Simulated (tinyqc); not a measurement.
## Hexagonal on-chip spiral inductor, lumped pi model: quality factor against frequency

Outer diameter do = di + 2 n wd + 2 (n - 1) sp, mean da = (do + di)/2, fill p = (do - di)/(do + di), length l = 3.464 n da. L = 2.33 mu0 n^2 da/(1 + 3.82 p), mu0 = 4 pi 1e-7 H/m. Rs = rho l/(wd delta (1 - exp(-th/delta))), delta = sqrt(rho/(pi f mu0)). Cs = n wd^2 eps0 eo/hu across the coil. At each end Cox = l wd eps0 eo/(2 ho) leads to the substrate branch Rsi = 2 rs he/(l wd) in parallel with Csi = l wd eps0 11.7/(2 he). With one end grounded Y = 1/(Rs + i w L) + i w Cs + 1/[1/(i w Cox) + 1/(1/Rsi + i w Csi)], w = 2 pi f; Q = -Im Y/Re Y. Eddy currents in neighbouring turns and in the substrate are left out.

Apparent inductance Im(1/Y)/w; share of the loss Re(substrate branch)/Re Y.

Parameters, values chosen for the exercise; values of the order met in silicon radio-frequency processes:
- n = 3.5 (number of turns)
- wd = 6 um (line width)
- sp = 3 um (space between turns)
- di = 80 um (inner diameter)
- th = 3.4 um (metal thickness)
- rho = 3 uohm cm (metal resistivity)
- ho = 3.3 um (oxide below the coil)
- hu = 1.2 um (oxide between coil and underpass)
- eo = 3.9 (relative permittivity of the oxide)
- rs = 10 ohm cm (substrate resistivity)
- he = 30 um (effective spreading depth in the substrate)

Constants: eps0 = 8.8541878128e-12 F/m. Results are converted to the units shown.

Result of one run:

| Rs (ohm) | w L/Rs | Q | apparent inductance (nH) | loss in the substrate (%) |
|---|---|---|---|---|
| 5.010 | 8.771 | 7.480 | 1.994 | 12.04 |

Which frequency f gave this result: 0.5, 3.6, 5.9 or 9.6 GHz?

f = 3.6 GHz.

The whole series:

| f (GHz) | Rs (ohm) | w L/Rs | Q | apparent inductance (nH) | loss in the substrate (%) |
|---|---|---|---|---|---|
| 0.5 | 2.899 | 2.105 | 2.102 | 1.944 | 0.01980 |
| 0.82 | 3.212 | 3.116 | 3.105 | 1.946 | 0.1130 |
| 1.3 | 3.603 | 4.403 | 4.353 | 1.951 | 0.5660 |
| 2.2 | 4.216 | 6.369 | 6.081 | 1.966 | 3.153 |
| 3.6 | 5.010 | 8.771 | 7.480 | 1.994 | 12.04 |
| 5.9 | 6.100 | 11.80 | 7.641 | 2.050 | 30.99 |
| 9.6 | 7.558 | 15.50 | 6.221 | 2.182 | 53.95 |
| 16 | 9.613 | 20.31 | 3.713 | 2.615 | 73.67 |
| 26 | 12.19 | 26.03 | 0.9115 | 3.590 | 85.76 |

Q goes from 2.10 through a maximum of 7.64 (at f = 5.9 GHz among the rows listed) to 0.911; the exact peak is 7.78 at 4.85 GHz and Q reaches zero at the self-resonance, 30.1 GHz. The share of the substrate rises from 0.0198 to 85.8 %, and the apparent inductance ends at 1.85 times L. At the peak the substrate takes 22.4 % of the loss. For f = 26 the coil is longer than 0.15 of a wavelength in the oxide, where one lumped section is rough.

Numbers from tinyqc (`OMP_NUM_THREADS=1 python tinyqc.py 2302007 2302008 out.jsonl`; about 0.01 s on one thread of a shared Intel Xeon 2.30GHz).
